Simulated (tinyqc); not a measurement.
# Input admittance of a MOSFET at zero drain bias: distributed channel and distributed gate: what changes with what

Source and drain grounded, strong inversion, w = 2 pi f, Cox = eps0 eox/tox. The channel is an RC line of resistance 1/(mu Cox Vo) per square fed from both ends, so one finger has the intrinsic admittance y = i w Cox L tanh(g)/g per width, g = (1/2) sqrt(i w tau), tau = L^2/(mu Vo). The vertical resistance rv/L is in series with y, the overlaps 2 i w Cov in parallel: y_t = 1/(1/y + rv/L) + 2 i w Cov. The gate strip is a line of Rsh/L per length loaded by y_t, so a finger has Y = y_t Wf tanh(k)/k, k = (Wf/sd) sqrt(y_t Rsh/L); the device has Nf Y.

Values chosen for this exercise; values of the order met in silicon radio-frequency transistors:
```
symbol,value,unit,meaning
eox,3.9,,relative permittivity of the gate insulator (close to silicon dioxide)
tox,3,nm,insulator thickness
L,0.99,um,channel length
Wf,5.6,um,finger width
Nf,8,,number of fingers
mu,210,cm^2/(V s),channel mobility
Vo,0.78,V,gate overdrive
Rsh,3.1,ohm/square,sheet resistance of the gate
rv,0,ohm um^2,vertical resistivity of the gate stack
sd,1,,number of ends at which a finger is contacted
Cov,0.21,fF/um,overlap and fringe capacitance on each side
f,25,GHz,frequency
```

Constants: eps0 = 8.8541878128e-14 F/cm where lengths are in cm. Results are converted to the units shown.

Each table varies one quantity; the others keep the values above.

## Input impedance against frequency

Low-frequency limits, with c = Cox L and ct = c + 2 Cov: R_strip = Rsh Wf/(3 sd^2 L Nf), R_ch = (c/ct)^2 L/(12 mu Cox Vo Wf Nf), R_vert = (c/ct)^2 rv/(L Wf Nf), C = ct Wf Nf. Z = 1/(Nf Y) = R + 1/(i w C), Q = |Im Z|/R, far-point signal |1/cosh k|.

The same in every row: low-frequency R (ohm) = 9.816.

Input impedance against frequency:
```
f (GHz)	w tau	|k|	R (ohm)	C (fF)	Q	signal at the far point
0.2	0.07519	0.03818	9.816	529.3	153.2	1.000
0.6	0.2256	0.06613	9.816	529.3	51.06	1.000
1	0.3760	0.08535	9.815	529.2	30.64	0.9999
4	1.504	0.1698	9.805	527.4	7.694	0.9982
9	3.384	0.2496	9.763	520.0	3.484	0.9918
20	7.519	0.3436	9.564	487.3	1.707	0.9717
50	18.80	0.4329	8.522	364.9	1.024	0.9392
100	37.60	0.5001	6.597	244.4	0.9871	0.9193
300	112.8	0.6749	3.681	139.3	1.035	0.8670
```

What does the comparison show?

R falls from 9.82 to 3.68 ohm and C falls from 529 to 139 fF. Q goes as f^(-1.00) between the first two rows and f^(0.04) between the last two, where w tau = 113 and |k| = 0.675. The low-frequency limits hold both R and C within 5 % up to f = 9 GHz among the rows.

## Dividing a fixed width into fingers

Total width Wf Nf = 45 um; each finger also has a contact resistance Rc at each contacted end, which adds Rc/(sd Nf). The resistances are low-frequency limits, good while |k| is below about 1; the far-point signal is |1/cosh k| at f, without Rc.

The same in every row: R_ch + R_vert (ohm) = 9.045.

Dividing a fixed width into fingers:
```
Nf	Wf (um)	R_strip (ohm)	Rc/(sd Nf) for Rc = 30 ohm (ohm)	sum (ohm)	signal at the far point
1	45.00	46.97	30.00	86.01	0.1499
2	22.50	11.74	15.00	35.79	0.5386
4	11.25	2.936	7.500	19.48	0.8566
8	5.625	0.7339	3.750	13.53	0.9632
16	2.812	0.1835	1.875	11.10	0.9908
32	1.406	0.04587	0.9375	10.03	0.9977
64	0.7031	0.01147	0.4688	9.525	0.9994
128	0.3516	0.002867	0.2344	9.282	0.9999
```

What does the table show?

R_strip falls as 1/Nf^2, from 47.0 to 0.00287 ohm, the contact term as 1/Nf, and R_ch + R_vert stays at 9.04 ohm since the total width is fixed. The sum is within a factor 1.5 of that floor from Nf = 8 on. More fingers add wiring capacitance, which is left out.

tinyqc, about 0.01 s, one thread, Intel Xeon 2.30GHz (shared host): `OMP_NUM_THREADS=1 python tinyqc.py 2262232 2262233 out.jsonl`
